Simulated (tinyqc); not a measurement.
Comparisons within one model: periodic multilayer mirror for extreme ultraviolet light. A value that a table varies takes the place of the one given here.

s polarisation, vacuum above. q_j = sqrt(N_j^2 - sin^2 theta); interface r_jk = (q_j - q_k)/(q_j + q_k) exp(-2 (2 pi/lam)^2 q_j q_k sg^2) (Nevot-Croce; sg = 0 if not given); phase factor of a layer x_j = exp(4 pi i q_j d_j/lam). Each period has the spacer (thickness (1 - Gm) L) on top of the absorber (Gm L). In this recursion R is the amplitude; R in tables and results is the reflectance, its squared modulus. The substrate is of the spacer material. Starting with R = 0 in it, each interface upward gives R -> (r + R x)/(1 + r R x), x that of the layer below the interface (1 for the substrate).

Inputs chosen for the exercise (optical constants near those of Mo and Si at 13.5 nm; not measured data): lam = 13.5 nm (wavelength); dA = (0.0791, 0.00597) (delta and beta of the absorber, N = 1 - delta + i beta); dS = (0.0011, 0.00197) (delta and beta of the spacer and the substrate); L = 6.93 nm (period); Gm = 0.35 (absorber share of the period); theta = 0 degrees (angle from the normal); sg = 0.5 nm (interface roughness); Np = 10 (periods).

## Number of periods

The last column sets both beta to zero.

Reflectance:
```
periods      R  R without absorption
5        0.085                 0.094
10       0.260                 0.314
15       0.427                 0.547
20       0.547                 0.727
30       0.665                 0.914
40       0.701                 0.975
50       0.712                 0.993
60       0.715                 0.998
80       0.716                 1.000
100      0.716                 1.000
```

R reaches 0.701 at 40 periods and 0.716 at 100; it stays within 0.01 of the last value from 50 periods on. Without absorption the last value is 1.000: absorption, not the count of layers, caps the mirror, and the roughness, which weakens each reflection, lowers that cap further.

## Wavelength

The optical constants are held fixed.

Reflectance:
```
lam (nm)      R
12.9      0.156
13.0      0.188
13.1      0.215
13.2      0.236
13.3      0.250
13.4      0.259
13.5      0.260
13.6      0.255
13.7      0.244
13.8      0.227
13.9      0.205
14.0      0.180
14.1      0.152
14.2      0.123
14.3      0.095
```

The largest value listed is 0.260 at 13.5 nm, against lam_B = 2 L Re(mean q) = 13.466 nm. R exceeds half of that from 12.9 to 14.1 nm of the wavelengths listed, at least 8.8 % of the wavelength; a chain of ten mirrors narrows it, since R^10 falls to half where R has lost only 7 %.

## Absorber share

For each Gm the period is set so that lam_B = 2 L Re(mean q) equals lam - 0.09 nm.

Results:
```
Gm    L (nm)      R
0.15   6.792  0.077
0.20   6.819  0.124
0.25   6.846  0.173
0.30   6.873  0.219
0.35   6.901  0.258
0.40   6.929  0.287
0.45   6.957  0.305
0.50   6.985  0.312
0.60   7.042  0.293
0.70   7.100  0.230
```

The largest value listed is 0.312 at 0.5. The contrast of a period goes as sin(pi Gm) and is largest at 0.5, while the loss grows with Gm; R is 0.312 at 0.5, 0.219 at 0.3 and 0.230 at 0.7. Here R at 0.7 exceeds R at 0.3: light gathers less phase in the absorber, whose index is lower, so the curve leans to the side above 0.5, and with few periods the loss does not outweigh this.

## Angle of incidence

Results:
```
theta (degrees)  lam_B (nm)      R
0                    13.466  0.260
2                    13.458  0.260
4                    13.432  0.261
6                    13.388  0.261
8                    13.327  0.259
10                   13.249  0.252
12                   13.154  0.239
14                   13.042  0.217
16                   12.912  0.182
18                   12.766  0.136
20                   12.603  0.083
```

lam_B = 2 L Re(mean q) falls with the angle, from 13.466 to 12.603 nm; the largest value listed is 0.261 at 4 degrees. R stays above 90 % of that value at 0, 2, 4, 6, 8, 10 and 12 degrees, which bounds the cone of light that a mask or mirror with this period accepts.

## Tolerances

R of the mirror, and R^10 for a chain of ten such mirrors. Each row changes one parameter from the base and keeps the others.

Results:
```
case                         R      R^10
base                    0.2600  1.41e-06
L = 6.97 nm             0.2599  1.41e-06
Gm = 0.39               0.2824  3.22e-06
theta = 2 degrees       0.2603  1.43e-06
sg = 0.7 nm             0.2224  2.96e-07
dA = (0.0791, 0.00716)  0.2548  1.15e-06
lam = 13.55 nm          0.2582  1.32e-06
```

The largest shifts from the base row, up to three for each result and ties (the steps differ in size, so this ranks the rows, not the parameters). R: sg -0.0376, Gm +0.0224, dA -0.0052. R^10: Gm +1.81e-06, sg -1.11e-06, dA -2.57e-07; unchanged at the printed digits by L.

Program tinyqc; command `OMP_NUM_THREADS=1 python tinyqc.py 1650240 1650241 out.jsonl`; about 0.01 s on one thread of a shared Intel(R) Xeon(R) Processor @ 2.30GHz.
